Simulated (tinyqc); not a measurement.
# One-diode model of a solar cell: effects of single changes

J is the current delivered and Vj = V + J Rs the junction voltage. J = X JL - J01 (exp(Vj/(n1 Vt)) - 1) - Vj/Rp. The photocurrent does not depend on voltage.

Parameters, values chosen for the exercise; values of the order met in cells of cadmium telluride: temperature T = 323 K; photocurrent at one sun JL = 29.3 mA/cm^2; concentration X = 0.1 suns; saturation current of the diode J01 = 3e-10 A/cm^2; ideality factor of the diode n1 = 1.44; series resistance Rs = 1.4 ohm cm^2; shunt resistance Rp = 5000 ohm cm^2; incident power at one sun Pin = 100 mW/cm^2.

Constants: q = 1.602176634e-19 C, kB = 1.380649e-23 J/K, Vt = kB T/q. Results are converted to the units shown.

Each table varies one quantity; the others keep the values above.

## Effect of the series resistance

Jsc at V = 0, Voc at J = 0, the maximum power point where J (1 + 2 Rs G) = G Vj with G = -dJ/dVj; FF = Vmp Jmp/(Voc Jsc); efficiency Vmp Jmp/(X Pin). Empirical fill factor without parasitics FF0 = (v - ln(v + 0.72))/(v + 1), v = Voc/(n1 Vt).

The same in every row: Voc (V) = 0.64328; FF0 = 0.77597.

Result of one run:
```
Rs (ohm cm^2)  Jsc (mA/cm^2)  Vmp (V)  Jmp (mA/cm^2)       FF  efficiency (%)
0.55                  2.9297  0.53401         2.6328  0.74601          14.059
```

What becomes of these results when the series resistance Rs is changed from 0.55 to 0.25 ohm cm^2, all else the same?

Result of the changed run:
```
Rs (ohm cm^2)  Jsc (mA/cm^2)  Vmp (V)  Jmp (mA/cm^2)       FF  efficiency (%)
0.25                  2.9299  0.53469         2.6333  0.74707          14.080
```

The whole series:
```
Rs (ohm cm^2)  Jsc (mA/cm^2)  Vmp (V)  Jmp (mA/cm^2)       FF  efficiency (%)
0                     2.9300  0.53526         2.6337  0.74795          14.097
0.05                  2.9300  0.53515         2.6337  0.74777          14.094
0.11                  2.9299  0.53501         2.6336  0.74756          14.090
0.25                  2.9299  0.53469         2.6333  0.74707          14.080
0.55                  2.9297  0.53401         2.6328  0.74601          14.059
1.2                   2.9293  0.53253         2.6316  0.74371          14.014
2.7                   2.9284  0.52913         2.6289  0.73843          13.911
6                     2.9265  0.52170         2.6228  0.72683          13.683
```

As Rs goes from 0 to 6, Voc stays at 0.643 V, FF falls from 0.748 to 0.727 and the efficiency falls from 14.1 to 13.7 %. Voc does not depend on Rs, since no current flows through it at open circuit; between the first two rows FF drops by 1.04 times rs = Rs Jsc/Voc in relative terms.

## Effect of the saturation current of the diode

Same model as above.

Result of one run:
```
J01 (A/cm^2)  Jsc (mA/cm^2)  Voc (V)  Vmp (V)  Jmp (mA/cm^2)       FF  efficiency (%)      FF0
3e-10                2.9292  0.64328  0.53208         2.6313  0.74301          14.000  0.77597
```

What becomes of these results when the saturation current of the diode J01 is changed from 3e-10 to 3e-11 A/cm^2, all else the same?

Result of the changed run:
```
J01 (A/cm^2)  Jsc (mA/cm^2)  Voc (V)  Vmp (V)  Jmp (mA/cm^2)       FF  efficiency (%)      FF0
3e-11                2.9292  0.73531  0.61819         2.6414  0.75811          16.329  0.79593
```

The whole series:
```
J01 (A/cm^2)  Jsc (mA/cm^2)  Voc (V)  Vmp (V)  Jmp (mA/cm^2)       FF  efficiency (%)      FF0
3e-12                2.9292  0.82733  0.70496         2.6451  0.76946          18.647  0.81232
3e-11                2.9292  0.73531  0.61819         2.6414  0.75811          16.329  0.79593
3e-10                2.9292  0.64328  0.53208         2.6313  0.74301          14.000  0.77597
3e-9                 2.9292  0.55126  0.44683         2.6117  0.72271          11.670  0.75109
3e-8                 2.9292  0.45923  0.36273         2.5771  0.69495          9.3481  0.71908
3e-7                 2.9291  0.36720  0.28026         2.5170  0.65586          7.0543  0.67616
```

As J01 goes from 3e-12 to 3e-7, Voc falls from 0.827 to 0.367 V, FF falls from 0.769 to 0.656 and the efficiency falls from 18.6 to 7.05 %. Voc changes by -92.0 mV a decade between the last two rows and -92.0 mV between the first two. For J01 = 3e-7 v is below 10, outside the range of the formula for FF0.

tinyqc, about 0.01 s, one thread, Intel Xeon 2.30GHz (shared host): `OMP_NUM_THREADS=1 python tinyqc.py 2280002 2280003 out.jsonl`
